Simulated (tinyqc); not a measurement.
Wannier-Stark ladder of a miniband: sweeps and comparisons. A value that a table varies takes the place of the one given here.

One state in each well j = -(Nw - 1)/2 ... (Nw - 1)/2: H_jj = j e F d, H_(j,j+1) = -W/4; 1 kV/cm = 0.01 meV/angstrom. In an infinite chain the levels are j e F d and the state of well 0 has amplitude J_j(x) in size on well j, x = W/(2 e F d).

Constants: hbar = 6.58211957e-16 eV s.

Values chosen for the exercise (near those of an InGaAs/InAlAs superlattice; the results hold for these values, not for the real material): W = 47 meV (miniband width); d = 80 angstrom (period); Nw = 9 (wells); Fs = (6.4, 8.9, 12, 17, 26, 44, 96) kV/cm (fields); G = 8 meV (hbar/tau); F = 20 kV/cm (field).

## Raising the field

Infinite-chain weights beside the middle spacing of the finite stack.

Results:
```
F (kV/cm)  e F d (meV)      x  J_0^2  J_1^2  J_2^2  middle spacing/(e F d)
6.4               5.12  4.590  0.089  0.065  0.035                  1.3214
8.9               7.12  3.301  0.119  0.049  0.228                  1.0797
12                9.60  2.448  0.000  0.260  0.192                  1.0148
17               13.60  1.728  0.146  0.336  0.083                  1.0014
26               20.80  1.130  0.498  0.230  0.021                  1.0001
44               35.20  0.668  0.795  0.100  0.003                  1.0000
96               76.80  0.306  0.954  0.023  0.000                  1.0000
```

What can be read from the table?

J_0 vanishes at x = 2.405, F = 12.2 kV/cm, where the line at j = 0 disappears; J_0^2 overtakes J_1^2 for good at x = 1.435, F = 20.5 kV/cm, and reaches 0.95 in the last row. The 9 wells reproduce the middle spacing of the even ladder to 1 % from 17 kV/cm on, where the swing W/(e F d) = 2x is 3.5 periods. The lines are seen apart only where e F d exceeds their width, usually a few meV.

## Drift velocity with scattering

Esaki-Tsu: v = v0 y/(1 + y^2), y = e F d/G, v0 = W d/(2 hbar), at zero temperature; 1 angstrom/s = 1e-8 cm/s, 1 kV/cm = 0.01 meV/angstrom. The last column is dv/dF in cm^2/(V s).

Results:
```
y    F (kV/cm)  v (1e6 cm/s)  dv/dF
0.1       1.00          2.83   2772
0.3       3.00          7.86   2188
0.6       6.00         12.60    988
1.0      10.00         14.28      0
1.5      15.00         13.18   -338
2.5      25.00          9.85   -285
4.0      40.00          6.72   -148
```

v0 = 28.56 x 1e6 cm/s
field at y = 1 = 10.00 kV/cm

What can be read from the table?

The velocity peaks at v0/2 = 14.28 x 1e6 cm/s at 10.00 kV/cm and then falls: negative differential velocity, steepest at y = sqrt3 with -v0/(8 Fc) = -357 cm^2/(V s). The low-field mobility is v0/Fc = 2856 cm^2/(V s). At the peak the swing is W/G = 5.9 periods, so the semiclassical picture holds.

## What each parameter does

e F d, x, J_0(x)^2 and the lowest level of the finite stack. Each row changes one parameter from the base and keeps the others.

Results:
```
case             e F d (meV)      x  J_0^2  lowest level (meV)
base                   16.00  1.469  0.280              -71.13
W = 59 meV             16.00  1.844  0.099              -74.46
d = 88 angstrom        17.60  1.335  0.362              -77.05
F = 28 kV/cm           22.40  1.049  0.552              -95.11
Nw = 11                16.00  1.469  0.280              -87.13
```

What does this show?

The largest shifts from the base row, up to three for each result and ties (the steps differ in size, so this ranks the rows, not the parameters). e F d (meV): F +6.40, d +1.60; unchanged at the printed digits by W and Nw. x: F -0.420, W +0.375, d -0.134; unchanged at the printed digits by Nw. J_0^2: F +0.272, W -0.181, d +0.082; unchanged at the printed digits by Nw. lowest level (meV): F -23.98, Nw -16.00, d -5.92.

Computed by tinyqc, a small Python program: `OMP_NUM_THREADS=1 python tinyqc.py 1250106 1250107 out.jsonl` (the numbers bound the seed that draws the inputs); one thread of a shared host (Intel(R) Xeon(R) Processor @ 2.30GHz), about 0.01 s for the whole set of steps.
